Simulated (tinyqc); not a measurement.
# Worked calculation: off-state leakage of single and stacked transistors

Numbers from tinyqc (`OMP_NUM_THREADS=1 python tinyqc.py 2242014 2242015 out.jsonl`; about 0.03 s on one thread of a shared Intel Xeon 2.30GHz). Printed values are rounded.

n-channel devices of unit width. Subthreshold current I(Vg, Vs, Vd) = I0 (T/300 K)^0.5 exp[(Vg - Vs - VT(T) - gb (Vs - Vb) + dd (Vd - Vs))/(nf Vt)] (1 - exp(-(Vd - Vs)/Vt)), VT(T) = VT - cT (T - 300 K). Gate-edge tunnelling Ig (Vd/1 V) exp(ag (Vd - 1 V)), for a gate at 0 V, and band-to-band leakage Ab u exp(-Bb/u), u = Vd - Vb + 1 V, flow at a drain held at V; both are taken as independent of T. In a stack of off transistors (all gates at 0 V) the same subthreshold current passes through each.

Inputs (values chosen for the exercise); values of the order met in bulk silicon logic transistors:
- T = 398 K (temperature)
- V = 1.1 V (supply voltage)
- VT = 0.33 V (threshold at 300 K, zero drain and body bias)
- cT = 0.9 mV/K (fall of the threshold with temperature)
- I0 = 0.19 uA/um (current at threshold at 300 K)
- nf = 1.2 (slope factor)
- dd = 0.05 (drain-induced lowering per volt)
- gb = 0.22 (rise of the threshold per volt of source-body bias)
- Ig = 6e-5 uA/um (gate-edge tunnelling current at 1 V)
- ag = 4.3 1/V (exponential slope of the gate current)
- Ab = 30 uA/(um V) (prefactor of band-to-band leakage at the drain)
- Bb = 28 V (its exponential voltage)
- Vb = 0 V (body voltage)

Constants: q = 1.602176634e-19 C, kB = 1.380649e-23 J/K, Vt = kB T/q. Results are converted to the units shown.

## Leakage of one transistor

Vg = Vs = 0, Vd = V; effective threshold VT(T) - gb Vb - dd V.

effective threshold = 0.1868 V
parts (nA/um): subthreshold 2.33865, gate edge 0.101459, band-to-band 0.102035
total = 2.54214 nA/um
shares (%): subthreshold 91.9952, gate edge 3.99108, band-to-band 4.01372

The subthreshold part is the largest.

## Starting value

Vx = dd V/(1 + gb + 2 dd), the solution for Vx well above Vt, rounded to three decimals.

Vx at the start = 0.042 V

## Iteration 1: new Vx

Stack of two, Vx the node between them: I_low = I(0, 0, Vx), I_up = I(0, Vx, V), f = ln(I_up/I_low), f' = -(1 + gb + 2 dd)/(nf Vt) - 1/(Vt (exp(Vx/Vt) - 1)) - 1/(Vt (exp((V - Vx)/Vt) - 1)), Vx(new) = Vx - f/f'.

I_low = 0.456698 nA/um
I_up = 0.639890 nA/um
f = 0.337273
f' = -44.2074 1/V
Vx after iteration 1 = 0.0496293 V

## Iteration 2: new Vx

As before.

I_low = 0.499212 nA/um
I_up = 0.505663 nA/um
f = 0.0128396
f' = -41.0427 1/V
Vx after iteration 2 = 0.0499422 V

## Course of the iteration

Stop when the step is below 1e-11 V, or after 40 iterations.

Course of the iteration:
```
iteration,Vx before the step (V),step (V)
1,0.042,7.63e-3
2,0.0496293,3.13e-4
3,0.0499422,4.07e-7
4,0.0499426,6.81e-13
```

Converged in 4 iterations. The subthreshold current of the stack is 0.5008 nA/um, 4.67 times less than that of one transistor (the drain leakage is unchanged); the estimate exp[dd V (1 + gb + dd)/((1 + gb + 2 dd) nf Vt)] gives 3.62.
